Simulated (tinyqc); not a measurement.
# Vibrations of a mass or spring defect in a linear chain, step by step

A worked calculation. Computed by tinyqc, a small Python program that keeps every step. Command: `OMP_NUM_THREADS=1 python tinyqc.py 3029005 3029006 out.jsonl localmode walk`. One thread of a shared host (Intel(R) Xeon(R) Processor @ 2.30GHz), about 0.01 s of CPU time with the checks. Intermediate numbers are printed to about 6 digits and carried at full precision; extremes and crossings named in words are read from the listed rows.

A ring of N atoms with nearest-neighbour springs k and motion along the chain. Atom 1 is the defect, of mass M', and its two springs are k'. Odd sites are A (the defect replaces an A atom), even sites B.

Inputs (values chosen for the exercise, for a model chain): spring constant k = 1.74 eV/angstrom^2; mass M_A = 88.1 u; mass M_B = 21.4 u; defect mass M' = 13.7 u; spring ratio k'/k at the defect = 1; atoms in the ring N = 8; isotope mass step = 2 u.

Host: diatomic.

Constants: nu for 1 eV/(angstrom^2 u) = 15.6333042 THz.

## Band edges of the host

Host bands: lambda from 0 to 2k/M(heavy) and from 2k/M(light) to 2k (1/M_A + 1/M_B). nu = 15.6333042 THz x sqrt(lambda), lambda in eV/(angstrom^2 u).

band edges (THz): [0.00000, 3.10708, 6.30425, 7.02834]

## Dynamical matrix of the ring

D_ii = (sum of the two springs at i)/M_i, D_ij = -k_ij/sqrt(M_i M_j) for neighbours, closed into a ring.

D (eV/(angstrom^2 u)):
$$\begin{pmatrix}
0.254015 & -0.101621 & 0.000000 & 0.000000 & 0.000000 & 0.000000 & 0.000000 & -0.101621 \\
-0.101621 & 0.162617 & -0.040073 & 0.000000 & 0.000000 & 0.000000 & 0.000000 & 0.000000 \\
0.000000 & -0.040073 & 0.039501 & -0.040073 & 0.000000 & 0.000000 & 0.000000 & 0.000000 \\
0.000000 & 0.000000 & -0.040073 & 0.162617 & -0.040073 & 0.000000 & 0.000000 & 0.000000 \\
0.000000 & 0.000000 & 0.000000 & -0.040073 & 0.039501 & -0.040073 & 0.000000 & 0.000000 \\
0.000000 & 0.000000 & 0.000000 & 0.000000 & -0.040073 & 0.162617 & -0.040073 & 0.000000 \\
0.000000 & 0.000000 & 0.000000 & 0.000000 & 0.000000 & -0.040073 & 0.039501 & -0.040073 \\
-0.101621 & 0.000000 & 0.000000 & 0.000000 & 0.000000 & 0.000000 & -0.040073 & 0.162617
\end{pmatrix}$$

## Frequencies of the ring

Diagonalise D and leave out the zero eigenvalue of the uniform shift.

nonzero frequencies (THz): [2.06134, 2.47004, 4.37396, 6.30425, 6.71926, 6.88714, 9.39207]

2 mode(s) lie outside the host bands, at 4.374, 9.392 THz.

## The highest mode of a long ring

The same matrix for 120 atoms; amplitudes are the mass-weighted eigenvector, in size, relative to the defect, for the highest mode; its weight is the squared component of the normalised eigenvector on the defect.

highest frequency, long ring = 9.39205 THz

weight of the highest mode on the defect = 0.639840

amplitudes on atoms 1 to 8: [1.00000e+00, 5.26037e-01, 6.73238e-02, 1.39655e-02, 1.78735e-03, 3.70765e-04, 4.74515e-05, 9.84326e-06]

ratio to the top of the host band = 1.33631

A local mode: it lies 33.6 % above the host band and its amplitude falls by a factor 37.67 every two atoms beyond the first neighbour.

## Convergence with the size of the ring

The formulas are those given above.

Highest mode:
```
N    frequency (THz)  weight on the defect  modes outside the bands
4            9.41455              0.629297                        2
6            9.39266              0.639288                        2
8            9.39207              0.639818                        2
12           9.39205              0.639840                        2
20           9.39205              0.639840                        2
40           9.39205              0.639840                        2
80           9.39205              0.639840                        2
120          9.39205              0.639840                        2
```

The local mode is within 0.01 % of its final value from N = 6 on, and its weight on the defect settles at 0.640: a bound mode needs only a cell larger than its decay length. In the 120-atom ring the modes outside the host bands lie at 4.3414, 9.3921 THz; one close to a band edge can be missing in a short ring.

## Isotope shift of the local mode

Raise M' by the isotope step in the 120-atom ring. First order, good only for a step much smaller than M': Delta nu/nu = -(1/2) (weight on the defect) Delta M'/M'; a defect vibrating against fixed neighbours would give sqrt(M'/(M' + step)) - 1.

shift, exact = -4.11250 %

shift, first order = -4.67036 %

shift, fixed neighbours = -6.58633 %

The shift is 62 % of the fixed-neighbour value; all other atoms together carry 36 % of the kinetic energy of the mode.

Checks made by the program: sum of eigenvalues against the trace of D (relative difference below 1e-10).
